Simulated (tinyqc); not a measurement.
## Both saturation currents from two open-circuit voltages

Question. Without shunt, at open circuit JL = J01 (exp(Voc/Vt) - 1) + J02 (exp(Voc/(2 Vt)) - 1). Find J01, J02 and the mean ideality (Voc2 - Voc1)/(Vt ln(JL2/JL1)).

Inputs (values chosen for the exercise): temperature T = 298.15 K.

Constants: q = 1.602176634e-19 C, kB = 1.380649e-23 J/K, Vt = kB T/q. Results are converted to the units shown.

photocurrents (mA/cm^2): [34.7, 1.735]
Voc (V): [0.65194835, 0.54311986]

Solution. The relation is linear in J01 and J02, so two light levels give two equations; series resistance plays no part at open circuit.

J01 = 2.20e-13 A/cm^2
J02 = 3.60e-8 A/cm^2
mean ideality = 1.41

tinyqc, about 0.01 s, one thread, Intel Xeon 2.30GHz (shared host): `OMP_NUM_THREADS=1 python tinyqc.py 2280116 2280117 out.jsonl`
